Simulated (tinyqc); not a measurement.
Gap and superfluid density against temperature: BCS gap equation with a constant attraction inside the Debye window. Computed by tinyqc, a small Python program. Command: `OMP_NUM_THREADS=1 python tinyqc.py 3003357 3003358 out.jsonl bcs walk`. One thread of a shared host (Intel(R) Xeon(R) Processor @ 2.30GHz), about 0.01 s of CPU time with the checks.

Pairs attract with strength V for |xi| < k_B Theta; N(0) is the density of states for one spin. Energies are given as temperatures (E/k_B, in K) unless marked.

Inputs (values chosen for the exercise, modelled on tantalum): coupling N(0)V = 0.238; Debye temperature Theta = 257 K.

Solver: secant.

Constants: k_B = 8.617333262e-05 eV/K.

Method:
- At T = 0 the gap equation 1/(N(0)V) = int_0^Theta d xi/sqrt(xi^2 + Delta^2) has the integral arcsinh(Theta/Delta), so Delta_0 = Theta/sinh(1/(N(0)V)); weak coupling gives 2 Theta exp(-1/(N(0)V)).
- Gap equation: 1/(N(0)V) = I(Delta, T) = int_0^Theta tanh(E/2T)/E d xi, E = sqrt(xi^2 + Delta^2); 64 Gauss-Legendre points in y with xi = max(Delta, T) sinh(y).
- T_c solves I(0, T_c) = 1/(N(0)V); the weak-coupling form is T_c = (2 e^C/pi) Theta exp(-1/(N(0)V)) with Euler's C = 0.5772157, and 2 Delta_0/T_c then tends to 2 pi e^-C = 3.528.
- Interpolation tanh(1.74 sqrt(T_c/T - 1)); near T_c, 1.74 sqrt(1 - T/T_c). Clean-limit superfluid fraction 1 - (1/2T) int_0^(40 T) cosh^-2(E/2T) d xi (64 points); two-fluid rule 1 - (T/T_c)^4.

T_c = 4.36243 K

Delta_0 = 7.69651 K

Reduced quantities:
```
T/T_c  Delta/Delta_0  tanh form  square-root form  superfluid fraction  two-fluid rule
0.10         1.00000    0.99994            1.6507              1.00000         0.99990
0.20         0.99988    0.99810            1.5563              0.99886         0.99840
0.30         0.99713    0.99022            1.4558              0.98178         0.99190
0.40         0.98504    0.97221            1.3478              0.92799         0.97440
0.50         0.95691    0.94023            1.2304              0.83415         0.93750
0.60         0.90703    0.88975            1.1005              0.70683         0.87040
0.70         0.82882    0.81411            0.9530              0.55389         0.75990
0.80         0.71109    0.70137            0.7782              0.38194         0.59040
0.90         0.52639    0.52267            0.5502              0.19605         0.34390
0.95         0.38036    0.37925            0.3891              0.09910         0.18549
0.98         0.24361    0.24358            0.2461              0.03988         0.07763
```

What follows from these numbers?

The tanh form misses the gap by at most about 0.017 (at T/T_c = 0.6); the square-root form is within 3 % only from T/T_c = 0.95. The gap keeps 99 % of Delta_0 up to T/T_c = 0.3, since quasiparticles are exponentially few. The two-fluid rule exceeds the BCS superfluid fraction most, by 0.21, at T/T_c = 0.8.
